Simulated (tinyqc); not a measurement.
## From single traps to 1/f noise

13 half-filled traps with time constants tau_j = 1.9e-7 s times 10^(0.5 j), j = 0..12, each shift the threshold by a = 3.28 uV when filled and give the Lorentzian a^2 tau/(1 + (2 pi f tau)^2). For time constants spread evenly in ln tau the sum tends to a^2/(4 f ln(10^0.5)). slope = d ln S/d ln f.

Result of one run:

| S (uV^2/Hz) | 1/f limit (uV^2/Hz) | slope | j of the largest term |
|---|---|---|---|
| 0.002336 | 0.002336 | -1.004 | 6 |

Which noise frequency f gave this result: 0.01, 1, 1000 or 1e6 Hz?

f = 1000 Hz.

The whole series:

| f (Hz) | S (uV^2/Hz) | 1/f limit (uV^2/Hz) | slope | j of the largest term |
|---|---|---|---|---|
| 0.01 | 2.989 | 233.6 | -2.012e-4 | 12 |
| 0.1 | 2.960 | 23.36 | -0.01978 | 12 |
| 1 | 1.705 | 2.336 | -0.6674 | 12 |
| 30 | 0.07718 | 0.07787 | -0.9931 | 9 |
| 1000 | 0.002336 | 0.002336 | -1.004 | 6 |
| 30000 | 7.697e-5 | 7.787e-5 | -1.015 | 3 |
| 1e6 | 1.475e-6 | 2.336e-6 | -1.490 | 0 |
| 1e7 | 2.087e-8 | 2.336e-7 | -1.990 | 0 |
| 1e8 | 2.097e-10 | 2.336e-8 | -2.000 | 0 |

Below the slowest trap (1/(2 pi tau) = 0.84 Hz) the spectrum is flat, slope 0.00 in the first row; above the fastest (8.4e5 Hz) the slope tends to -2 (-2.00 in the last row). In between, at 30, 1000 and 30000 Hz, the slopes are -0.99, -1.00 and -1.01, and S is 0.026 % below the 1/f limit at 1000 Hz.

Computed by the program tinyqc: `OMP_NUM_THREADS=1 python tinyqc.py 2150152 2150153 out.jsonl`, one thread of a shared Intel Xeon 2.30GHz, about 0.01 s for the whole run.
